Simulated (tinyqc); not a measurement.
Implanted layer, carriers, mobility and sheet resistance: two steps of the calculation.

An n-type layer from the surface x = 0 to the junction xj, N(x) = N0 exp(-(x - Rp)^2/(2 sg^2)). Local neutrality (no depletion at surface or junction, no spilling of carriers), intrinsic carriers neglected, full ionisation of active dopants.

Inputs (values chosen for the exercise); values close to those of phosphorus in silicon over a p-type background: temperature T = 250 K; background doping of the opposite type Nb = 1.4e16 cm^-3; peak chemical concentration N0 = 2.5e19 cm^-3; mobility limit at high doping m1 = 69.9 cm^2/(V s); mobility limit at low doping, at 300 K m2 = 1360 cm^2/(V s); reference doping of the mobility law Nr = 9.32e16 cm^-3; exponent of the mobility law am = 0.686; temperature exponent of m2 bt = 2.2; solubility limit of active dopant Ns = 3.86e20 cm^-3; straggle after annealing sg = 140 nm; projected range Rp = 91 nm.

Constants: q = 1.602176634e-19 C. Results are converted to the units shown.

Problem 1. Junction depth and local values. xj = Rp + sg sqrt(2 ln(N0/Nb)); 15 equal steps from 0 to xj. Active dopant A = min(N, Ns); n = A - Nb; mobility mu = m1 + (m2 (T/300 K)^(-bt) - m1)/(1 + ((A + Nb)/Nr)^am).

Wanted: xj; x; N; A; n; mu.

Solution 1.

xj = 632.77 nm

```
point  x (nm)  N (cm^-3)  A (cm^-3)  n (1e19 cm^-3)  mu (cm^2/(V s))
0        0.00  2.0239e19  2.0239e19          2.0225           117.61
1       42.18  2.3526e19  2.3526e19          2.3512           113.04
2       84.37  2.4972e19  2.4972e19          2.4958           111.34
3      126.55  2.4207e19  2.4207e19          2.4193           112.22
4      168.74  2.1428e19  2.1428e19          2.1414           115.82
5      210.92  1.7322e19  1.7322e19          1.7308           122.83
6      253.11  1.2788e19  1.2788e19          1.2774           134.67
7      295.29  8.6210e18  8.6210e18          0.8607           153.90
8      337.48  5.3075e18  5.3075e18          0.5293           185.04
9      379.66  2.9839e18  2.9839e18          0.2970           235.88
10     421.85  1.5320e18  1.5320e18          0.1518           319.19
11     464.03  7.1827e17  7.1827e17          0.0704           453.49
12     506.21  3.0754e17  3.0754e17          0.0294           657.36
13     548.40  1.2025e17  1.2025e17          0.0106           928.41
14     590.58  4.2935e16  4.2935e16          0.0029           1214.7
15     632.77  1.4000e16  1.4000e16          0.0000           1433.5
```

The mobility runs from 111 to 1430 cm^2/(V s).

Problem 2. Sheet quantities by the trapezoid rule. Dose = integral of N, carrier sheet density = integral of n, 1/Rs = q integral of n mu, mean mobility 1/(q Rs sheet density), Hall mobility (unit Hall factor) = integral of n mu^2 over integral of n mu, Hall sheet density = (integral of n mu)^2/integral of n mu^2; all from 0 to xj.

```
point     x (nm)     N (cm^-3)  n (1e19 cm^-3)  mu (cm^2/(V s))
0        0.00000  2.0239291e19       2.0225291        117.60859
1       42.18455  2.3525533e19       2.3511533        113.03561
2       84.36911  2.4971974e19       2.4957974        111.34314
3      126.55366  2.4206697e19       2.4192697        112.21773
4      168.73821  2.1428285e19       2.1414285        115.82046
5      210.92277  1.7322420e19       1.7308420        122.83449
6      253.10732  1.2787891e19       1.2773891        134.66985
7      295.29187  8.6210176e18       0.8607018        153.89646
8      337.47643  5.3074680e18       0.5293468        185.03708
9      379.66098  2.9839083e18       0.2969908        235.87686
10     421.84553  1.5319789e18       0.1517979        319.19464
11     464.03009  7.1827271e17       0.0704273        453.48594
12     506.21464  3.0753544e17       0.0293535        657.35616
13     548.39919  1.2024588e17       0.0106246        928.40889
14     590.58375  4.2935301e16       0.0028935        1214.7183
15     632.76830        1.4e16       0.0000000        1433.5135
```

Find: dose; carrier sheet density; Rs; mean mobility; Hall mobility; Hall sheet density.

Solution 2.

dose = 6.4965e14 cm^-2
carrier sheet density = 6.4877e14 cm^-2
Rs = 74.716 ohm/square
mean mobility = 128.76 cm^2/(V s)
Hall mobility = 148.74 cm^2/(V s)
Hall sheet density = 5.6164e14 cm^-2

Carriers make up 99.9 % of the dose. A Hall measurement weights the mobile tail, so its sheet density is 13 % below the true one.

Computed by the program tinyqc: `OMP_NUM_THREADS=1 python tinyqc.py 2110061 2110062 out.jsonl`, one thread of a shared Intel Xeon 2.30GHz, about 0.01 s for the whole run.
